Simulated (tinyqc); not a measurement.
Grain-boundary trapping model (Seto) of a polycrystalline semiconductor film: one step, computed by the program tinyqc. Command: `OMP_NUM_THREADS=1 python tinyqc.py 3016146 3016147 out.jsonl poly walk`. One thread of a shared host (Intel(R) Xeon(R) Processor @ 2.30GHz), about 0.01 s of CPU time with the checks.

Grains of equal size L are joined by thin boundaries with one trap level. Trapped carriers deplete a width W on each side and raise a barrier, crossed by thermionic emission. Dopants are fully ionised, statistics are non-degenerate and mu_g does not depend on T.

Problem. Barrier. N_c(T) = N_c (T/300 K)^(3/2). Filled traps Q = Q_t/(1 + (1/2) exp((E_t* - E_F)/k_B T)), where E_t* = e V_B - E_t and E_F are counted from the band edge at the grain centre. Partial depletion: Q = 2 N W, V_B = e N W^2/(2 eps eps_0), E_F = k_B T ln(N/N_c); solve for W. If that W would exceed L/2 the grain is fully depleted: W = L/2, Q = N L, and E_F follows from the trap equation. Centre density n_0 = N_c exp(E_F/k_B T).

Inputs (values chosen for the exercise, modelled on polycrystalline SiGe):

| quantity | value | unit |
|---|---|---|
| permittivity eps | 13.5 | - |
| effective density of states at 300 K, N_c | 1.5e+19 | 1/cm^3 |
| grain size L | 29 | nm |
| trap density Q_t | 5.6e+11 | 1/cm^2 |
| trap level E_t below the band edge | 0.54 | eV |
| doping N | 1.5e+18 | 1/cm^3 |
| temperature T | 250 | K |

Grain interior: resistance included.

Constants: k_B = 8.617333262e-05 eV/K; e = 1.602176634e-19 C; eps_0 = 8.8541878128e-12 F/m.

Give: depletion width W; barrier V_B; E_F; centre density n_0.

Solution.

depletion width W = 1.867 nm

barrier V_B = 0.003503 V

E_F = -0.04371 eV

centre density n_0 = 1.50e+18 1/cm^3

The grain is partly depleted; 100.0 % of the traps are filled, and they hold 12.9 % of the carriers. Caution: e V_B is below 2 k_B T, where the depletion approximation fails and the mean density does not balance the trapped charge.
